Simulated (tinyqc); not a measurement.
Inside a calculation. Model: Born-von Karman spring model of a cubic crystal with one atom per cell. Computed by tinyqc, a small Python program that keeps every step. Command: `OMP_NUM_THREADS=1 python tinyqc.py 3005951 3005952 out.jsonl springs walk`. One thread of a shared host (Intel(R) Xeon(R) Processor @ 2.30GHz), about 0.2 s of CPU time with the checks. Intermediate numbers are printed to about 7 digits and carried at full precision; extremes and crossings named in words are read from the listed rows.

First neighbours lie at a/2 (1,1,0) (12 of them), second at a (1,0,0) (6), with all permutations and signs; the volume per atom is Omega = a^3/4. Two shells of springs match a real metal only roughly, above all at the zone boundary.

Inputs (values chosen for the exercise, modelled on gold): lattice constant a = 4.08 angstrom; atomic mass M = 196.97 u; radial spring k1L = 2.08 eV/angstrom^2; transverse spring k1T = -0.32 eV/angstrom^2; radial spring k2L = 0.25 eV/angstrom^2; transverse spring k2T = -0.061 eV/angstrom^2; mesh divisions n = 8; temperature T = 200 K.

Lattice: fcc.

wave vector q (2 pi/a): [0.16, 0.14, 0.21]

Constants: nu for 1 eV/(angstrom^2 u) = 15.6333042 THz; 1 eV/angstrom^3 = 160.2176634 GPa; u = 1.6605390666e-27 kg; h x 1 THz = 4.135667696 meV; k_B = 8.617333262e-05 eV/K; hbar^2/u = 4.18015928e-03 eV angstrom^2; hbar = 1.054571817e-34 J s; k_B = 1.380649e-23 J/K.

## Dynamical matrix at q

A neighbour at R with unit vector n couples by the matrix K(R) = kL n n^T + kT (1 - n n^T), and D(q) = (1/M) sum_R K(R) [1 - cos(q.R)].

D(q) (eV/(angstrom^2 u)), rows x, y, z:
$$\begin{pmatrix}
0.00783364 & 0.00499863 & 0.00719550 \\
0.00499863 & 0.00696364 & 0.00635946 \\
0.00719550 & 0.00635946 & 0.01064001
\end{pmatrix}$$

## Frequencies and polarisations

Diagonalise D. An eigenvalue lambda of D in eV/(angstrom^2 u) gives nu = 15.6333042 THz x sqrt(lambda). Eigenvectors are columns, with the largest component positive; the longitudinal weight is (e.q)^2/q^2.

eigenvalues (eV/(angstrom^2 u)): [0.00185400, 0.00241206, 0.02117123]

frequencies (THz): [0.673141, 0.767794, 2.274699]

polarisation vectors, rows x, y, z, columns mode 1, mode 2, mode 3:
$$\begin{pmatrix}
-0.6425361 & -0.5346550 & 0.5489002 \\
-0.2658621 & 0.8273948 & 0.4947071 \\
0.7186548 & -0.1719354 & 0.6737755
\end{pmatrix}$$

longitudinal weights: [0.0013283, 0.0003788, 0.9982929]

Mode 3 is the most longitudinal, with weight 1.00.

## Elastic constants from long waves

[ij,kl] = (1/(2 Omega)) sum_R K_ij R_k R_l; C11 = [xx,xx], C44 = [xx,yy], C12 = 2 [xy,xy] - C44; B = (C11 + 2 C12)/3; Zener ratio A = 2 C44/(C11 - C12). K(R) = kL n n^T + kT (1 - n n^T).

C11 = 177.4960 GPa

C12 = 154.0917 GPa

C44 = 34.39967 GPa

bulk modulus B = 161.8931 GPa

Zener ratio A = 2.939597

C12 - C44 = 119.69 GPa: the Cauchy relation fails because sum_R kT R^2 is not zero; a negative sum gives a positive Cauchy pressure.

## Sound velocities

rho = M/Omega and v = sqrt(C/rho), with C = C11, C44, C44 along [100]; (C11 + C12 + 2 C44)/2, C44, (C11 - C12)/2 along [110]; (C11 + 2 C12 + 4 C44)/3 and twice (C11 - C12 + C44)/3 along [111].

density rho = 19263.21 kg/m^3

Velocities (m/s):
```
direction  longitudinal  transverse 1  transverse 2
[100]          3035.498      1336.327      1336.327
[110]          3223.745      1336.327       779.415
[111]          3284.097      1000.124      1000.124
```

Along [110] the two transverse waves differ by a factor sqrt(2 C44/(C11 - C12)) = 1.715.

## Frequencies at the zone boundary

The formulas are those given above.

Frequencies (THz) at points given in 2 pi/a:
```
point                  nu 1      nu 2      nu 3
X (1, 0, 0)        2.357707  2.357707  4.179767
L (0.5, 0.5, 0.5)  1.351464  1.351464  4.437788
W (1, 0.5, 0)      2.607600  3.348412  3.348412
K (0.75, 0.75, 0)  2.102291  3.221096  3.716867
```

## Highest frequency at X

Take the highest frequency at X = (1, 0, 0) (2 pi/a).

highest frequency at X = 4.179767 THz

## Dispersion against the sound-wave line

The last column divides the top branch by the straight line with its slope at G. End points in 2 pi/a: X = (1, 0, 0), L = (0.5, 0.5, 0.5).

Frequencies (THz) along two lines:
```
line  fraction of the way      nu 1      nu 2      nu 3  nu 3 / linear
G-X                  0.10  0.327296  0.327296  0.738930      0.9931932
G-X                  0.25  0.814056  0.814056  1.782944      0.9585787
G-X                  0.40  1.283225  1.283225  2.675482      0.8990261
G-X                  0.55  1.708460  1.708460  3.363354      0.8219399
G-X                  0.70  2.053027  2.053027  3.831681      0.7357350
G-X                  0.85  2.278913  2.278913  4.095620      0.6476360
G-X                  1.00  2.357707  2.357707  4.179767      0.5618007
G-L                  0.10  0.211416  0.211416  0.694223      0.9958927
G-L                  0.25  0.517183  0.517183  1.698268      0.9744954
G-L                  0.40  0.794371  0.794371  2.608466      0.9354893
G-L                  0.55  1.027662  1.027662  3.374521      0.8801627
G-L                  0.70  1.204164  1.204164  3.954098      0.8103320
G-L                  0.85  1.314123  1.314123  4.315172      0.7282705
G-L                  1.00  1.351464  1.351464  4.437788      0.6366198
```

Along G-X the top branch ends at 56 % of its linear extrapolation. Along G-L the top branch ends at 64 % of its linear extrapolation, which is the 2/pi of a pure sine: planes normal to this line couple to their next planes alone. A Debye model keeps the straight line throughout.

## Thermal sums on a mesh

Mesh: q = sum_i (m_i + 1/2)/n b_i, m_i = 0..n-1, with b = [[-1, 1, 1], [1, -1, 1], [1, 1, -1]] in 2 pi/a; sums are averages over the n^3 points, per atom. With x = h nu/(k_B T) and n = 1/(exp(x) - 1) for each mode: F = k_B T [x/2 + ln(1 - exp(-x))], U = k_B T x (n + 1/2), S/k_B = x n - ln(1 - exp(-x)), C/k_B = x^2 n (n + 1). <u_x^2> = (1/3) sum over modes of hbar^2/(2 M h nu) coth(x/2); zero-point energy = sum h nu/2. <u_x^2> converges slowly with the mesh, from below, with an error of order 1/n.

free energy F = -29.35657 meV/atom

energy U = 53.53638 meV/atom

entropy S = 4.809664 k_B/atom

heat capacity C = 2.895914 k_B/atom

<u_x^2> = 0.007044485 angstrom^2

zero-point energy = 15.76616 meV/atom

C is 97 % of the classical 3 k_B, and the zero-point energy is 29 % of U.

## Debye temperature from the elastic constants

Christoffel matrix G_xx = C11 n_x^2 + C44 (1 - n_x^2), G_xy = (C12 + C44) n_x n_y, with eigenvalues rho v^2; v_m^-3 is the mean of v^-3 over three branches and all directions (12 Gauss-Legendre points in cos(theta) times 24 angles phi = (j + 1/2) pi/12); q_D = (6 pi^2/Omega)^(1/3); Theta = hbar v_m q_D/k_B.

mean velocity v_m = 1211.627 m/s

Debye wave number q_D = 1.516504 1/angstrom

elastic Debye temperature = 140.3477 K

## Full spectrum, Debye and Einstein heat capacities

Mesh: q = sum_i (m_i + 1/2)/n b_i, m_i = 0..n-1, with b = [[-1, 1, 1], [1, -1, 1], [1, 1, -1]] in 2 pi/a; sums are averages over the n^3 points (here n = 14), per atom. Debye: C = 9 k_B (T/Theta)^3 int_0^(Theta/T) x^4 e^x/(e^x - 1)^2 dx with the elastic Theta. Einstein: three modes at the root-mean-square frequency. The last column is the Theta that makes the Debye formula give the full C at that T.

root-mean-square frequency = 2.732151 THz

Heat capacity (k_B/atom):
```
T (K)  full spectrum     Debye  Einstein  Theta from C (K)
17          0.378183  0.382492  0.079839          140.9638
25          0.811805  0.905208  0.439903          148.5905
35          1.317088  1.504734  1.042473          155.6839
49          1.844136  2.056167  1.705596          161.2341
70          2.307581  2.473957  2.257629          164.9901
110         2.679230  2.769331  2.668652          167.4532
140         2.794317  2.854501  2.789994          168.1368
210         2.905314  2.934056  2.904404          168.7650
```

The apparent Theta runs from 141 to 169 K against the elastic 140 K; at high T it tends to sqrt(5/3) h nu_rms/k_B = 169 K. At the lowest T the Debye value is 1.0 and the Einstein value 0.21 times the full one. At the highest T Debye misses by 0.99 % and Einstein by 0.031 %.

Checks made by the program: slopes of the dispersion along [110] against the sound velocities (relative difference 2e-08); F = U - T S (relative difference below 1e-10).
